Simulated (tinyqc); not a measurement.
Photoconductance decay in a wafer: bulk and surface recombination modes, and iron detection by pair splitting: one step, computed by the program tinyqc. Command: `OMP_NUM_THREADS=1 python tinyqc.py 3113395 3113396 out.jsonl pcd walk`. One thread of a shared host (Intel(R) Xeon(R) Processor @ 2.30GHz), about 0.01 s of CPU time with the checks.

Both faces of the wafer have the same S; injection is low and all coefficients are constant. x runs from -W/2 to W/2.

Question. Weights of the modes. Even modes cos(a x) obey b tan b = S W/(2 D) with b = a W/2, odd modes sin(a x) obey -b cot b = S W/(2 D); each decays at the rate 1/tau_b + D a^2. Light from one face makes n(x, 0) proportional to exp(-alpha (x + W/2)). Only even modes carry the thickness average: weight c_n = [sin b/b] int n cos(a x) dx / (int cos^2(a x) dx x mean n), with int exp(-alpha (x + W/2)) cos(a x) dx = [alpha cos b (1 - E) + a sin b (1 + E)]/(alpha^2 + a^2), E = exp(-alpha W), and int cos^2 = W/2 + sin(2 b)/(2 a).

Inputs (values chosen for the exercise, modelled on p-type silicon):
```
quantity                          value        unit
thickness W                         775  micrometre
diffusivity D                      25.5      cm^2/s
surface recombination velocity S    640        cm/s
absorption coefficient alpha        570        1/cm
```

Give: weights c_0 to c_5.

Answer.

weights c_0 to c_5: 0.76702  0.14576  0.04323  0.01848  0.00946  0.00537
